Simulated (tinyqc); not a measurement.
Conduction-band offset of an n-N heterojunction from carrier-profile moments: one step of the calculation.

Layer 1 (x < 0) accumulates electrons and layer 2 (x > 0) is depleted. Boltzmann statistics. The bands bend down by V1 in layer 1 and up by V2 in layer 2, with V1 + V2 = VD = dE + Vt ln[(N2/Nc2)/(N1/Nc1)].

Task. Division of the diffusion potential. Sheet densities from the first integral: Q1 = sqrt((2 eps0 eps_r Vt N1/q)(exp(u1) - u1 - 1)) extra electrons, Q2 = sqrt((2 eps0 eps_r Vt N2/q)(exp(-u2) + u2 - 1)) missing ones, u = V/Vt; neutrality Q1 = Q2 + si. Q1 - Q2 rises steadily with V1, so V1 follows by bisection.

Inputs (values chosen for the exercise); values of the order of III-V alloys:

| symbol | value | unit | meaning |
|---|---|---|---|
| T | 300 | K | temperature |
| eps_r | 11.7 |  | relative permittivity of both layers |
| Nc1 | 6.2e17 | cm^-3 | density of states of the narrow-gap layer 1 |
| Nc2 | 6.7e17 | cm^-3 | density of states of the wide-gap layer 2 |
| dE | 0.11 | eV | conduction-band offset |
| N1 | 4.2e15 | cm^-3 | donor density in layer 1 |
| N2 | 2.3e16 | cm^-3 | donor density in layer 2 |
| si | -6.3e10 | cm^-2 | fixed charge at the interface |

Constants: q = 1.602176634e-19 C, kB = 1.380649e-23 J/K, Vt = kB T/q, eps0 = 8.8541878128e-14 F/cm where lengths are in cm. Results are converted to the units shown.

Find: VD; V1; V2; Q1; n at x = 0-; n at x = 0+.

Result.

VD = 0.1520 V
V1 = 0.05411 V
V2 = 0.09784 V
Q1 = 8.393e10 cm^-2
n at x = 0- = 3.406e16 cm^-3
n at x = 0+ = 5.224e14 cm^-3

n drops across the interface by 65.2 = (Nc1/Nc2) exp(dE/Vt).

Numbers from tinyqc (`OMP_NUM_THREADS=1 python tinyqc.py 2410089 2410090 out.jsonl`; about 0.07 s on one thread of a shared Intel Xeon 2.30GHz).
